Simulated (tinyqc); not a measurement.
# Chemically amplified photoresist: aerial image, acid generation, bake, development and line width, step by step

A worked calculation. Computed by tinyqc, a small Python program that keeps every step. Command: `OMP_NUM_THREADS=1 python tinyqc.py 3021879 3021880 out.jsonl resist walk`. One thread of a shared host (Intel(R) Xeon(R) Processor @ 2.30GHz), about 0.03 s of CPU time with the checks. Intermediate numbers are printed to about 5 digits and carried at full precision; extremes and crossings named in words are read from the listed rows.

Lines and spaces of pitch p with a two-beam-like image; x = 0 is the middle of the bright space. The resist is positive and treated as uniform in depth.

Inputs (values chosen for the exercise, for a model resist at 13.5 nm):
```
quantity                                         value     unit
pitch p                                             30       nm
image contrast c                                  0.78        -
mean dose E                                       7.05  mJ/cm^2
Dill parameter C                                  0.04  cm^2/mJ
quencher load q, relative to the acid generator   0.18        -
acid diffusivity D                                0.13   nm^2/s
bake time t                                         45        s
amplification rate k_amp                         0.025      1/s
threshold protection m_th                         0.44        -
development selectivity n                            3        -
largest rate r_max                                 940     nm/s
smallest rate r_min                              0.019     nm/s
resist thickness d                                  30       nm
development time t_d                                30        s
photon energy                                    91.84       eV
absorption coefficient alpha                       5.5     1/um
```

## Acid image and its blur

Dose E(x) = E [1 + c cos(2 pi x/p)]; acid h = 1 - exp(-C E(x)). Bake: the acid image is blurred by a Gaussian of variance sigma^2 = 2 D t (each Fourier term k of h, taken on 64 points, is multiplied by exp(-4 pi^2 k^2 D t/p^2)). Cosine coefficients: h(x) = sum_k h_k cos(2 pi k x/p).

diffusion length sigma = sqrt(2 D t) = 3.4205 nm

h_0 to h_4 before the bake: 0.23658  0.16692  -0.00916  0.00034  -0.00001

h_0 to h_4 after the blur: 0.23658  0.12914  -0.00328  0.00003  0.00000

blur factor of the first harmonic = 0.77367

sigma/p = 0.114; the blur keeps 77 % of the modulation.

## From image to dissolution rate

The quencher then removes q, h_eff = max(h_blurred - q, 0); protection m = exp(-k_amp t h_eff). Mack rate r = r_max (a + 1)(1 - m)^n/(a + (1 - m)^n) + r_min, a = ((n + 1)/(n - 1))(1 - m_th)^n.

Across half a pitch:
```
x/p   x (nm)  dose (mJ/cm^2)  blurred acid  protection m  rate (nm/s)
0.00     0.0          12.549       0.36246        0.8144   2.2717e+01
0.05     1.5          12.280       0.35676        0.8197   2.0877e+01
0.10     3.0          11.499       0.34003        0.8352   1.5988e+01
0.15     4.5          10.282       0.31346        0.8606   9.7438e+00
0.20     6.0           8.749       0.27911        0.8945   4.2520e+00
0.25     7.5           7.050       0.23986        0.9349   1.0169e+00
0.30     9.0           5.351       0.19935        0.9785   5.5117e-02
0.35    10.5           3.818       0.16172        1.0000   1.9000e-02
0.40    12.0           2.601       0.13110        1.0000   1.9000e-02
0.45    13.5           1.820       0.11108        1.0000   1.9000e-02
0.50    15.0           1.551       0.10412        1.0000   1.9000e-02
```

The dose varies by a factor 8.09 across the pattern and the rate by 1200.

## Space width and dose latitude

Edge: vertical development clears the film where r t_d >= d; the space width is twice the x where r = d/t_d. Dose sensitivity = d ln(width)/d ln E from widths at 1.005 E and E/1.005; image log-slope at the edge = |d ln E/dx|, normalised by the width (NILS); latitude for 10 % of width = 10 %/sensitivity.

space width = 15.026 nm

dose sensitivity = 0.99627

NILS = 2.4599

dose latitude = 10.037 %

At the same width a resist without blur would give a sensitivity 2/NILS = 0.813; the blur multiplies it by 1.23. Caution: lateral development, standing waves and the joint diffusion of acid and quencher are left out, so widths are indicative.

## Photon statistics at the edge

The edge lies at x = width/2. Absorbed photons per volume N = E(edge) alpha/(photon energy), 1 mJ/cm^2 = 62.41509 eV/nm^2, alpha in 1/nm; a Gaussian blur averages over a volume V = (2 sqrt(pi) sigma)^3; relative noise 1/sqrt(N V); edge noise sigma_x = (dh/d ln E) noise/|dh/dx|, with both derivatives of the blurred acid at the edge.

absorbed photons N = 0.026296 1/nm^3

photons in the blur volume = 46.879

edge noise from photons = 1.0932 nm

Caution: the noise counts photons alone (acid and quencher statistics add to it) and takes the film as thicker than the blur; a thinner film averages in two dimensions only.

## Blur against noise

For each sigma the edge is held at x = p/4; N is taken at the mean dose; edge noise = (dh/d ln E)/(sqrt(N V) |dh/dx|), both derivatives taken of the blurred acid, V = (2 sqrt(pi) sigma)^3, N = E alpha/(photon energy), 1 mJ/cm^2 = 62.41509 eV/nm^2.

Trade-off:
```
sigma/p  sigma (nm)  blur factor  photons in V  edge noise (nm)
0.02            0.6      0.99214    2.5356e-01           12.220
0.04            1.2      0.96891    2.0285e+00            4.391
0.07            2.1      0.90781    1.0871e+01            1.990
0.10            3.0      0.82087    3.1695e+01            1.265
0.14            4.2      0.67917    8.6971e+01            0.905
0.18            5.4      0.52753    1.8484e+02            0.790
0.22            6.6      0.38467    3.3749e+02            0.799
0.27            8.1      0.23717    6.2385e+02            0.951
0.33            9.9      0.11653    1.1390e+03            1.432
```

The noise is least near sigma/p = 0.18 among these rows. More diffusion averages over more photons (noise falls as sigma^(-3/2)) until it erases the image slope (factor exp(-2 pi^2 sigma^2/p^2)); for a pure cosine the two balance at sigma/p = sqrt(3/8)/pi = 0.195. Caution: for a film thinner than the blur the noise falls as 1/sigma only, and the optimum moves to sigma/p = 1/(2 pi) = 0.159. Caution: rows with under about ten photons in V are beyond a Gaussian noise estimate.

Checks made by the program: sensitivity 2/NILS in the limit of no diffusion (relative difference 1e-06).
